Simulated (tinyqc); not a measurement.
# Resistance of a source-drain extension with a graded tip: effects of single changes

y runs along the channel, the gate covers y > 0. The doping is N0 for y < y0 and N0 10^(-(y - y0)/la) beyond, uniform over the depth xj. Sheet conductance s(y) = q mu(N) max(N - Nch, 0) xj + (for y > 0) ma Cox Vo, with mu(N) = u0 + (u1 - u0)/(1 + (N/Nr)^au) and Cox = eps0 eox/tox. Current is taken as one-dimensional; depletion of the tip, spreading and the contact are left out. The metallurgical junction lies at yj, where N = Nch.

Parameters, values chosen for the exercise; mobility law close to that of electrons in silicon:
```
symbol,value,unit,meaning
eox,3.9,,relative permittivity of the gate insulator (close to silicon dioxide)
tox,2.4,nm,insulator thickness
N0,1.6e20,cm^-3,active doping of the extension far from the gate
la,3.7,nm/decade,lateral abruptness
y0,2.4,nm,position under the gate where the fall begins (gate edge at 0)
xj,11,nm,depth of the extension
Nch,3e17,cm^-3,channel doping
Ls,24,nm,spacer length
Vo,0.74,V,gate overdrive
ma,220,cm^2/(V s),mobility of the gate-induced layer
u1,1414,cm^2/(V s),mobility at low doping
u0,68.5,cm^2/(V s),mobility at high doping
Nr,9.2e16,cm^-3,reference doping
au,0.711,,exponent
Lg,45,nm,gate length
```

Constants: q = 1.602176634e-19 C, eps0 = 8.8541878128e-14 F/cm where lengths are in cm. Results are converted to the units shown.

Each table varies one quantity; the others keep the values above.

## Abruptness at a fixed junction position

R_spacer = integral of dy/s from -Ls to 0, R_ov from 0 to yj, R_channel = (Lg - 2 yj)/(ma Cox Vo), R_total = 2 R_spacer + 2 R_ov + R_channel. Electrical length L_eff = ma Cox dR_total/d(1/Vo); R_series = R_total - L_eff/(ma Cox Vo). y0 is moved with la so that yj stays at 12.490 nm.

The same in every row: yj (nm) = 12.49; R_channel (ohm um) = 85.47.

Abruptness at a fixed junction position:
```
la (nm/decade)	R_spacer (ohm um)	R_ov (ohm um)	R_total (ohm um)	L_eff (nm)	R_series (ohm um)
1	11.35	10.85	129.9	22.45	34.02
2.3	11.35	18.05	144.3	25.29	36.30
3.6	11.35	25.25	158.7	28.13	38.58
4.9	11.44	32.38	173.1	30.96	40.93
6.1	13.73	37.46	187.9	33.33	45.54
7.4	20.37	41.00	208.2	35.35	57.32
8.7	31.44	43.27	234.9	36.82	77.71
10	46.54	44.81	268.2	37.90	106.4
```

What does the comparison show, and why?

As la goes from 1 to 10 nm/decade, R_total rises from 130 to 268 ohm um, R_spacer rises from 11.3 to 46.5 ohm um and R_ov rises from 10.9 to 44.8 ohm um. R_total changes on average by 15.4 ohm um for each nm/decade. L_eff exceeds the metallurgical length by 2.43 nm in the first row and 17.9 nm in the last, since the gate also controls the lightly doped tips.

## Effect of the active doping of the extension far from the gate

Same model as above.

Effect of the active doping of the extension far from the gate:
```
N0 (cm^-3)	yj (nm)	R_spacer (ohm um)	R_ov (ohm um)	R_channel (ohm um)	R_total (ohm um)	L_eff (nm)	R_series (ohm um)
2e19	9.148	71.12	25.65	114.0	307.5	35.37	156.5
3.1e19	9.853	49.49	25.89	108.0	258.7	33.85	114.2
4.7e19	10.52	34.60	25.96	102.3	223.4	32.43	84.97
7.2e19	11.21	23.68	25.94	96.43	195.7	30.98	63.40
1.1e20	11.89	16.09	25.88	90.61	174.5	29.58	48.27
1.7e20	12.59	10.72	25.80	84.64	157.7	28.15	37.48
2.6e20	13.27	7.162	25.73	78.81	144.6	26.77	30.29
4e20	13.96	4.734	25.67	72.90	133.7	25.38	25.35
```

What does the comparison show?

As N0 goes from 2e19 to 4e20, R_total falls from 308 to 134 ohm um, L_eff falls from 35.4 to 25.4 nm and R_series falls from 157 to 25.4 ohm um.

tinyqc, about 0.03 s, one thread, Intel Xeon 2.30GHz (shared host): `OMP_NUM_THREADS=1 python tinyqc.py 2282057 2282058 out.jsonl`
